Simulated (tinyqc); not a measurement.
What moves the results: polytypes by hexagonality, and a cubic inclusion as a quantum well. A value that a table varies takes the place of the one given here.

Gap: E3 + (Es - E3) h/hs for h up to hs, then linear from Es to E2 at h = 1. Valence top Ev2 h and polarisation P2 h, both counted from 3C; Ec = Ev + gap.

A cubic inclusion of width L = N d in the host (h = 0.4) is a well of depth V = Ec(host) - Ec(3C). Square well with mass mismatch: k tan(k L/2) = (m_w/m_b) q, k = sqrt(m_w E/c), q = sqrt(m_b (V - E)/c), c = hbar^2/2m0, lowest root. The depth of the level, V - E, is its binding, and the transition to the valence top of the host is gap(host) - (V - E). The step in polarisation gives a field |F| = |P|/(eps eps0) in a thin inclusion, eps0 = 8.8541878e-12 F/m.

Constants: hbar^2/2m0 = 3.80998211 eV angstrom^2.

Parameters, chosen for this exercise (of the order of those of SiC; shifted at random, so the results belong to these values and not to a real crystal):
- E3 = 2.407 eV (gap of the cubic polytype)
- E2 = 3.32 eV (gap of 2H)
- Ev2 = 0.122 eV (valence top of 2H above that of 3C)
- P2 = -0.0373 C/m^2 (spontaneous polarisation of 2H)
- Es = 3.269 eV (gap at the hexagonality hs)
- hs = 0.5 (hexagonality up to which the first line holds)
- m = (0.309, 0.343) m0 (electron mass along c in the cubic layer and in the host)
- d = 2.519 angstrom (thickness of a double layer)
- eps = 9.9 (dielectric constant)
- N = 2 (double layers in the cubic inclusion)

## Width of the inclusion

Without the field: square well. With it, the potential inside is |F| (z - L/2), the host conduction edge lies at V - |F| L/2 on one side and V + |F| L/2 on the other, and the lowest level E_F is found by finite differences (step 0.25 angstrom, wide box, good to about 1 meV). Holes sit in the host on the high side, so the transition is gap(host) - V + E_F - |F| L/2. A dash: bound by less than 2 meV or not at all.

Results:
```
N,L (angstrom),depth (eV),transition (eV),"depth below the low side, with field (eV)",transition with field (eV)
1,2.52,0.068,3.029,0.048,3.005
2,5.04,0.201,2.896,0.160,2.851
3,7.56,0.321,2.775,0.260,2.708
4,10.08,0.413,2.684,0.332,2.593
6,15.11,0.529,2.568,0.410,2.429
8,20.15,0.594,2.503,0.442,2.311
12,30.23,0.658,2.438,0.457,2.125
```

The square well binds a level even at N = 1 (68 meV), as any symmetric one-dimensional well does; the depth grows to 658 of 738 meV, and the transition tends to E3 - Ev(host) = 2.358 eV. With the field the level is bound by 2 meV or more for N = 1, 2, 3, 4, 6, 8 and 12, and the transition is lowered by 23 meV at N = 1 and 313 meV at N = 12, where |F| L/2 = 257 meV. Free carriers or surface charge screen the field and the step between the two sides, and the attraction to the hole, left out here, binds the electron further.

## The same inclusion in several hosts

h from the stacking: 8H 1/4, 6H 1/3, 15R 2/5, 4H 1/2, 9R 2/3, 2H 1. V = Ec(host) - Ec(3C); square-well level from k tan(k L/2) = (m_w/m_b) q, k = sqrt(m_w E/c), q = sqrt(m_b (V - E)/c), L = N d; |F| = |P|/(eps eps0), eps0 = 8.8541878e-12 F/m.

Results:
```
host,h,gap (eV),V (eV),depth (eV),|F| (MV/cm)
8H,0.250,2.838,0.462,0.090,1.06
6H,0.333,2.982,0.615,0.148,1.42
15R,0.400,3.097,0.738,0.201,1.70
4H,0.500,3.269,0.923,0.290,2.13
9R,0.667,3.286,0.960,0.309,2.84
2H,1.000,3.320,1.035,0.348,4.26
```

From 8H to 4H the well deepens by a factor of 2.00 and the bound level by 3.22, between the limits of a wide well (as V) and a thin one (as V^2); in 4H the level keeps 31 % of V; from 4H to 2H the gap gains only 51 meV while the field doubles. The depths leave the field out, although its drop |F| L reaches 214 meV in 2H.

## What each parameter does

Well depth, depth of the level, transition without the field and field. Each row changes one parameter from the base and keeps the others.

Results:
```
case,V (eV),depth (eV),transition (eV),|F| (MV/cm)
base,0.7384,0.2010,2.8956,1.702
N = 3,0.7384,0.3215,2.7751,1.702
Ev2 = 0.152 eV,0.7504,0.2064,2.8902,1.702
E3 = 2.387 eV,0.7544,0.2083,2.8843,1.702
E2 = 3.35 eV,0.7384,0.2010,2.8956,1.702
P2 = -0.0485 C/m^2,0.7384,0.2010,2.8956,2.213
eps = 10.9,0.7384,0.2010,2.8956,1.546
"m = (0.371, 0.343) m0",0.7384,0.2057,2.8909,1.702
```

The largest shifts from the base row, up to three for each result and ties (the steps differ in size, so this ranks the rows, not the parameters). V (eV): E3 +0.0160, Ev2 +0.0120; unchanged at the printed digits by N, E2, P2, eps and m. depth (eV): N +0.1205, E3 +0.0073, Ev2 +0.0055; unchanged at the printed digits by E2, P2 and eps. transition (eV): N -0.1205, E3 -0.0113, Ev2 -0.0055; unchanged at the printed digits by E2, P2 and eps. |F| (MV/cm): P2 +0.511, eps -0.156; unchanged at the printed digits by N, Ev2, E3, E2 and m.

(tinyqc, `OMP_NUM_THREADS=1 python tinyqc.py 1881088 1881089 out.jsonl`, Intel(R) Xeon(R) Processor @ 2.30GHz, 1 thread, shared host, about 0.04 s.)
